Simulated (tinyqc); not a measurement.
## Six-transistor SRAM cell, nodal equations and margins: effect of the supply voltage

Two cross-coupled inverters (pull-down bn, pull-up bp) hold the nodes Q and QB; access transistors (ba, threshold VTn, gate on the word line at Vdd when selected) join them to the bit lines. Transistor (EKV form, voltages against the body): I = 2 n b Vt^2 [F(vp - Vs) - F(vp - Vd)] from drain to source, F(v) = ln^2(1 + exp(v/(2 Vt))), vp = (Vg - VT + sg |Vd - Vs|)/n. n-channel bodies are at 0; for the p-channel device all voltages are counted down from Vdd. b in uA/V^2 gives I in uA. For an access transistor the bit line is the drain and the node the source. In a read both bit lines are at Vdd. The cell is symmetric (no mismatch).

f(x) is the node voltage of one half-cell for input x: In = Ip in hold, In = Ip + Ia in a read. Static noise margin: side of the largest square between the curve (x, f(x)) and its mirror image (f(y), y); with h(c) the root x of f(x) - x = c, it is the maximum over c > 0 of h(c) - h(-c) + c. Q is the low node in a read and Iread the current of its access transistor. The write trip is the voltage to which the bit line of the high node must fall (the other staying at Vdd) for that state to vanish; higher is easier, and a negative value means that a grounded bit line does not write.

Values chosen for this exercise:
```
symbol  value    unit                                  meaning
T         300       K                              temperature
n        1.16                                     slope factor
sg      0.066                   drain-induced barrier lowering
VTn      0.41       V                      n-channel threshold
VTp      0.34       V          p-channel threshold (magnitude)
bn        210  uA/V^2  gain factor of the pull-down transistor
ba         84  uA/V^2     gain factor of the access transistor
bp        120  uA/V^2    gain factor of the pull-up transistor
```

Constants: q = 1.602176634e-19 C, kB = 1.380649e-23 J/K, Vt = kB T/q. Results are converted to the units shown.

Result of one run:

| Vdd (V) | hold margin (mV) | read margin (mV) | Q in a read (mV) | Iread (uA) | write trip (mV) |
|---|---|---|---|---|---|
| 0.6 | 243.3 | 158.9 | 36.67 | 1.271 | 11.92 |

What becomes of these results when the supply voltage Vdd is changed from 0.6 to 0.7 V, all else the same?

Result of the changed run:

| Vdd (V) | hold margin (mV) | read margin (mV) | Q in a read (mV) | Iread (uA) | write trip (mV) |
|---|---|---|---|---|---|
| 0.7 | 286.1 | 187.5 | 49.99 | 2.748 | 21.84 |

The whole series:

| Vdd (V) | hold margin (mV) | read margin (mV) | Q in a read (mV) | Iread (uA) | write trip (mV) |
|---|---|---|---|---|---|
| 0.4 | 152.5 | 106.8 | 18.54 | 0.05363 | -10.38 |
| 0.5 | 198.4 | 132.1 | 25.65 | 0.3867 | 1.102 |
| 0.6 | 243.3 | 158.9 | 36.67 | 1.271 | 11.92 |
| 0.7 | 286.1 | 187.5 | 49.99 | 2.748 | 21.84 |
| 0.85 | 343.0 | 229.0 | 71.45 | 6.044 | 36.47 |
| 1 | 389.7 | 262.7 | 93.32 | 10.62 | 52.57 |

As Vdd goes from 0.4 to 1 V, the read margin rises from 107 to 263 mV, the write trip rises from -10.4 to 52.6 mV and Iread rises from 0.0536 to 10.6 uA. The read margin is 0.70 of the hold margin in the first row and 0.67 in the last. At Vdd = 0.4 V the write trip is negative: the cell cannot be written without assist.

Computed by the program tinyqc: `OMP_NUM_THREADS=1 python tinyqc.py 2340148 2340149 out.jsonl`, one thread of a shared Intel Xeon 2.30GHz, about 0.2 s for the whole run.
